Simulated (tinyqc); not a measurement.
# Stoner model of a band magnet at zero temperature, step by step

A worked calculation. Computed by tinyqc, a small Python program that keeps every step. Command: `OMP_NUM_THREADS=1 python tinyqc.py 3014784 3014785 out.jsonl stoner walk`. One thread of a shared host (Intel(R) Xeon(R) Processor @ 2.30GHz), about 0.01 s of CPU time with the checks. Intermediate numbers are printed to about 7 digits and carried at full precision; extremes and crossings named in words are read from the listed rows.

Five orbitals per spin share one band; u = (E - E_bottom)/W runs from 0 to 1, and the states per spin, atom and energy are g = 5 d(u)/W with d = 1 - c cos(4 pi u). N(u) is the integral of d from 0. The moment m = n_up - n_down (electrons per atom) moves the fillings to n +/- m/10; the energy is E(m) = E_band(m) - I m^2/4.

Inputs (values chosen for the exercise, for a model d band):

| quantity | value | unit |
|---|---|---|
| band width W | 3.4 | eV |
| filling n per spin orbital | 0.18 | - |
| Stoner parameter I | 0.469 | eV |
| depth c of the valley | 0.71 | - |
| start moment m0 | 0.57 | mu_B |
| largest number of steps | 600 | - |

Density of states: two peaks.

Constants: k_B = 8.617333262e-05 eV/K.

## The paramagnetic state

Solve N(u_F) = n; g_F = 5 d(u_F)/W; the Stoner product is I g_F.

u_F = 0.2082817

g_F = 2.374482 1/eV

Stoner product I g_F = 1.113632

I g_F > 1: the paramagnet is unstable.

## Fixed-moment scan

For a moment m the Fermi levels of the two spins lie W [u(n + m/10) - u(n - m/10)] =: Delta apart; gbar = m/Delta is the mean density of states between them. A solution has I gbar = 1, is stable where gbar falls with m, or sits at saturation m_max = 10 min(n, 1 - n) if I gbar > 1 there. E_band(m) = 5 W [e(n + m/10) + e(n - m/10) - 2 e(n)], e = integral of u d(u) up to the Fermi level.

Against the moment:

| m (mu_B) | Delta (eV) | I gbar | E(m) - E(0) (meV) |
|---|---|---|---|
| 0.09 | 0.037919 | 1.113153 | -0.09672 |
| 0.27 | 0.114154 | 1.109292 | -0.85720 |
| 0.54 | 0.231098 | 1.095900 | -3.24395 |
| 0.81 | 0.354315 | 1.072183 | -6.56135 |
| 1.08 | 0.489249 | 1.035302 | -9.62907 |
| 1.35 | 0.646918 | 0.978718 | -10.22521 |
| 1.62 | 0.859669 | 0.883805 | -3.55288 |
| 1.80 | 1.079775 | 0.781830 | 10.92890 |

I gbar runs between 0.782 and 1.113; the energy falls with m where it exceeds 1 and rises where it is below. The lowest row is m = 1.35, below the paramagnet.

## Self-consistent moment

Split the bands by Delta = I m, find the common Fermi level that keeps 10 n electrons, and read m(out) = 5 [N(u + Delta/(2W)) - N(u - Delta/(2W))], N clipped to 0 and 1. Start from m0 (at most 0.9 m_max, m_max = 10 min(n, 1 - n)); stop when m changes by less than 1e-8; moments under 1e-5 count as 0.

Iteration:

| step | m in (mu_B) | Delta (eV) | m out (mu_B) |
|---|---|---|---|
| 1 | 0.570000 | 0.2673300 | 0.621264 |
| 2 | 0.621264 | 0.2913728 | 0.674390 |
| 3 | 0.674390 | 0.3162888 | 0.728703 |
| 4 | 0.728703 | 0.3417617 | 0.783386 |
| 5 | 0.783386 | 0.3674080 | 0.837514 |
| ... | ... | ... | ... |
| 70 | 1.262152 | 0.5919491 | 1.262152 |
| 71 | 1.262152 | 0.5919491 | 1.262152 |
| 72 | 1.262152 | 0.5919491 | 1.262152 |
| 73 | 1.262152 | 0.5919491 | 1.262152 |
| 74 | 1.262152 | 0.5919491 | 1.262152 |

moment m = 1.262152 mu_B

last change of m = 8.887501e-09

Both spin bands cross the Fermi level (a weak ferromagnet).

## Energy, splitting and spin polarisation

Exchange splitting = I m; P = (g_up - g_down)/(g_up + g_down) at the Fermi level, with d = 0 for a full or empty band. The Stoner temperature scale is I m/(4 k_B).

E(m) - E(0) = -10.51135 meV

exchange splitting = 0.5919491 eV

spin polarisation P = 0.3145805

Stoner temperature scale = 1717.321 K

Majority electrons dominate at the Fermi level.

Checks made by the program: the moment against the condition I gbar = 1 (relative difference 7e-09).
